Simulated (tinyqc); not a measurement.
Doping the contact: Schottky barrier with interface states (Cowley-Sze model), image lowering and contact resistance. Computed by tinyqc, a small Python program. Command: `OMP_NUM_THREADS=1 python tinyqc.py 3014438 3014439 out.jsonl pinning walk`. One thread of a shared host (Intel(R) Xeon(R) Processor @ 2.30GHz), about 0.01 s of CPU time with the checks.

An n-type semiconductor under a metal. The barrier lies between the Schottky-Mott limit phi_M - chi and the Bardeen limit E_g - E_n, E_n being the neutrality level of the interface states; the space-charge term of the full Cowley-Sze expression is left out.

Inputs (values chosen for the exercise, with gap, mass and screening modelled on CdTe):
```
quantity                                       value         unit
gap E_g                                         1.51           eV
electron affinity chi                           4.28           eV
metal work function phi_M                       5.02           eV
neutrality level E_n above the valence band    0.852           eV
interface-state density D                    3.2e+12  cm^-2 eV^-1
dipole layer thickness delta                     0.4           nm
dipole layer constant eps_i                        4            -
dielectric constant eps_s                       9.85            -
electron mass m_e                              0.096          m_0
valleys M_c                                        1            -
temperature T                                    300            K
```

Pinning factor from: interface states.

Constants: e = 1.602176634e-19 C; eps_0 = 8.8541878128e-12 F/m; k_B = 8.617333262e-05 eV/K; hbar = 1.054571817e-34 J s; m_0 = 9.1093837015e-31 kg; k_B = 1.380649e-23 J/K; h = 6.62607015e-34 J s.

Method:
- S = 1/(1 + e^2 D delta/(eps_i eps_0)); for D per eV, e^2 D is the number e x D in SI units, with 1 cm^-2 = 1e4 m^-2.
- phi_B = S (phi_M - chi) + (1 - S)(E_g - E_n); the hole barrier is E_g - phi_B.
- A* = 4 pi e m_e M_c k_B^2/h^3 (a simple valley count); J_s = A* T^2 exp(-phi/k_B T).
- E_00 = (e hbar/2) sqrt(N/(m_e eps_s eps_0)), E_0 = E_00 coth(E_00/k_B T); scaling form of the contact resistivity rho_c = (k_B/(e A* T)) exp(phi_B/E_0), which is the thermionic result when E_00 << k_B T and keeps only the leading exponential of tunnelling when E_00 >> k_B T; image lowering is left out of it.
- Regimes: thermionic below E_00/k_B T = 0.5, field emission above 5.

barrier phi_B = 0.735512 eV

Against doping:
```
N (cm^-3)  1e10/sqrt(N)  E_00/k_B T  rho_c (ohm cm^2)                     regime
1.00e+16     1.0000e+02  7.3855e-02        5.3680e+04        thermionic emission
1.00e+17     3.1623e+01  2.3355e-01        3.4070e+04        thermionic emission
1.00e+18     1.0000e+01  7.3855e-01        8.0761e+02  thermionic-field emission
3.00e+18     5.7735e+00  1.2792e+00        4.6458e+00  thermionic-field emission
1.00e+19     3.1623e+00  2.3355e+00        3.8776e-03  thermionic-field emission
3.00e+19     1.8257e+00  4.0452e+00        2.8106e-05  thermionic-field emission
1.00e+20     1.0000e+00  7.3855e+00        1.1727e-06             field emission
3.00e+20     5.7735e-01  1.2792e+01        2.3019e-07             field emission
1.00e+21     3.1623e-01  2.3355e+01        8.4184e-08             field emission
```

Over the thermionic rows rho_c changes by a factor 1.6 only, and then it falls fast, by 11.8 decades in all; in field emission ln rho_c is linear in 1/sqrt(N). It passes below 1e-7 ohm cm^2 at N = 1e21 cm^-3 of those listed.
